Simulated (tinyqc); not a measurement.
Mobility and threshold from two currents.

Inverse problem. In the linear region I = mu Cox (W/L) [(Vgs - VT) Vds - m Vds^2/2], Cox = eps0 eox/tox. Find mu and VT.

Inputs (values chosen for the exercise):
- eox = 21.2 (relative permittivity of the gate insulator)
- tox = 130 nm (insulator thickness)
- W = 2 um (gate width)
- L = 1 um (gate length)

Constants: eps0 = 8.8541878128e-14 F/cm where lengths are in cm. Results are converted to the units shown.

I at Vgs = 1.14 and 1.64 V, Vds = 0.05 V (uA): 1.0158624  2.3875804
m = 1.3101843

Solution. The slope dI/dVgs is mu Cox (W/L) Vds; the line meets zero current at VT + m Vds/2.

mu = 190 cm^2/(V s)
VT = 0.737 V

Program tinyqc, `OMP_NUM_THREADS=1 python tinyqc.py 2360066 2360067 out.jsonl`; Intel Xeon 2.30GHz, shared host, one thread, about 0.05 s.
